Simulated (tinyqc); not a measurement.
# Hot electrons in a saturated n-channel MOSFET, lucky-electron model: effects of single changes

Beyond pinch-off the lateral field grows as Esat cosh(y/l) over the velocity-saturated region (pseudo-two-dimensional model). Impact ionisation in this region gives the substrate current, which biases the body forward through Rsub. Currents are per width. Local-field laws: they overstate ionisation when the field peak is narrower than an energy relaxation length.

Values chosen for this exercise; values close to those of silicon n-channel devices: channel length L = 0.35 um; oxide thickness tox = 8.5 nm; junction depth xj = 130 nm; threshold VT = 0.52 V; effective mobility mu = 300 cm^2/(V s); saturation velocity vs = 9.3e6 cm/s; ionisation prefactor Ai = 2e6 1/cm; ionisation field Bi = 1.73 MV/cm; resistance of the lightly doped drain Rd = 0 ohm um; substrate resistance Rsub = 9400 ohm um; fall of VT per volt of forward body bias kb = 0.43; lifetime exponent m = 2.9; lifetime constant Hl = 5400 s uA/um; drain voltage Vd = 2.7 V; gate voltage Vg = 2 V.

Constants: eps0 = 8.8541878128e-14 F/cm where lengths are in cm. Results are converted to the units shown.

Each table varies one quantity; the others keep the values above.

## Effect of the junction depth

Cox = 3.9 eps0/tox, l = sqrt(3 tox xj), Esat = 2 vs/mu. Overdrive g = Vg - VT + kb Vb; Vdsat = g Esat L/(g + Esat L); Id = Cox vs (g - Vdsat); dV = Vd - Id Rd - Vdsat; Em = sqrt((dV/l)^2 + Esat^2); Isub = Id (Ai/Bi) l Em exp(-Bi/Em). Vb = Rsub Isub is solved self-consistently. Lifetime tau = (Hl/Id)(Isub/Id)^(-m); 1 year = 3.15576e7 s.

Result of one run:
```
xj (nm)  Id (uA/um)  Em (MV/cm)  Isub (uA/um)    Isub/Id  tau (years)
320          226.86     0.21079       0.13619  6.0030e-4       1660.5
```

What becomes of these results when the junction depth xj is changed from 320 to 180 nm, all else the same?

Result of the changed run:
```
xj (nm)  Id (uA/um)  Em (MV/cm)  Isub (uA/um)    Isub/Id  tau (years)
180          227.64     0.27553       0.92129  0.0040472       6.5359
```

The whole series:
```
xj (nm)  Id (uA/um)  Em (MV/cm)  Isub (uA/um)    Isub/Id  tau (years)
52           242.38     0.49766        15.701   0.064781    0.0019751
71           235.51     0.42932        8.8433   0.037550    0.0098837
96           231.37     0.37173        4.6854   0.020251     0.060299
130          228.96     0.32160        2.2597  0.0098693      0.48988
180          227.64     0.27553       0.92129  0.0040472       6.5359
240          227.10     0.24071       0.37395  0.0016466       88.908
320          226.86     0.21079       0.13619  6.0030e-4       1660.5
```

As xj goes from 52 to 320 nm, Em falls from 0.498 to 0.211 MV/cm, Isub falls from 15.7 to 0.136 uA/um and tau rises from 0.00198 to 1660 years. From the first row to the last, log10(tau) changes by 5.9: 5.9 from (Isub/Id)^(-m), which holds Em and l, and 0.029 from 1/Id. At xj = 320 nm tau is a far extrapolation that only says that hot carriers are no limit.

## Effect of the oxide thickness

Same model as above.

Effect of the oxide thickness:
```
tox (nm)  Id (uA/um)  Em (MV/cm)  Isub (uA/um)   Isub/Id  tau (years)
4.7            438.2      0.4245         15.65   0.03571     0.006146
5.8            344.2      0.3853         8.179   0.02376      0.02549
7.2            272.4      0.3480         4.024   0.01477       0.1278
9              215.9      0.3130         1.840  0.008522       0.7953
11             175.9      0.2845        0.8669  0.004929        4.775
14             137.9      0.2539        0.3289  0.002386        49.97
17             113.4      0.2319        0.1428  0.001259        388.0
```

As tox goes from 4.7 to 17 nm, Em falls from 0.425 to 0.232 MV/cm, Isub falls from 15.6 to 0.143 uA/um and tau rises from 0.00615 to 388 years. From the first row to the last, log10(tau) changes by 4.8: 4.2 from (Isub/Id)^(-m), which holds Em and l, and 0.59 from 1/Id.

## Effect of the channel length

Same model as above.

Effect of the channel length:
```
L (um)  Id (uA/um)  Em (MV/cm)  Isub (uA/um)   Isub/Id  tau (years)
0.17         335.8      0.3664         7.294   0.02172      0.03391
0.25         277.7      0.3424         4.044   0.01456       0.1307
0.35         229.0      0.3216         2.260  0.009869       0.4899
0.49         184.2      0.3021         1.208  0.006558        1.992
0.7          142.6      0.2839        0.6079  0.004263        8.976
0.99         108.8      0.2689        0.3132  0.002878        36.74
1.4          81.52      0.2568        0.1656  0.002031        134.8
```

As L goes from 0.17 to 1.4 um, Em falls from 0.366 to 0.257 MV/cm, Isub falls from 7.29 to 0.166 uA/um and tau rises from 0.0339 to 135 years. From the first row to the last, log10(tau) changes by 3.6: 3.0 from (Isub/Id)^(-m), which holds Em and l, and 0.61 from 1/Id. At L = 0.17 um the saturated region takes over 60 % of L, so using the full L in Vdsat is rough.

Program tinyqc, `OMP_NUM_THREADS=1 python tinyqc.py 2550006 2550007 out.jsonl`; Intel Xeon 2.30GHz, shared host, one thread, about 0.01 s.
